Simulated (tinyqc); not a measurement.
Orbital energy against energy difference: ionisation energy by orbital energies and by energy differences in the 6-31g* basis, for H4, spin multiplicity 1. Computed by the program tinyqc with PySCF. The cation is unrestricted; errors are against CCSD(T) in this basis, not against experiment.

Geometry (angstrom):
```
atom,x,y,z
H,0.0000,0.0000,0.0000
H,0.0000,0.0000,0.7100
H,0.0000,0.0000,1.5720
H,0.0000,0.0000,2.2820
```

CCSD(T) difference in the same basis = 12.7476 eV

IP-EOM-CCSD = 12.7585 eV

First vertical ionisation energy (eV):
```
method,-e(HOMO),E(cation) - E,error of -e(HOMO),error of the difference
HF,13.0573,12.272786,0.3097,-0.4748
LDA,7.8538,12.721543,-4.8938,-0.0260
B3LYP,9.2308,13.021258,-3.5167,0.2737
PBE0,9.4025,12.893434,-3.3450,0.1459
CAM-B3LYP,10.8515,12.977140,-1.8961,0.2296
LC-wPBE,12.2391,12.989410,-0.5084,0.2419
```

Estimate the missing row, method = PBE.

Computed row:
```
method  -e(HOMO)  E(cation) - E  error of -e(HOMO)  error of the difference
PBE       7.9491      12.787814            -4.7984                   0.0403
```

Koopmans errs by +0.31 eV and Delta-HF by -0.47 eV: relaxation, 0.78 eV, lowers the value and the missing correlation difference works against it. The PBE level is off by -4.8 eV through the wrong tail of its potential, though its energy difference is off by +0.04 eV; exact exchange deepens the level, and among the orbital energies HF comes closest; among the differences LDA does.
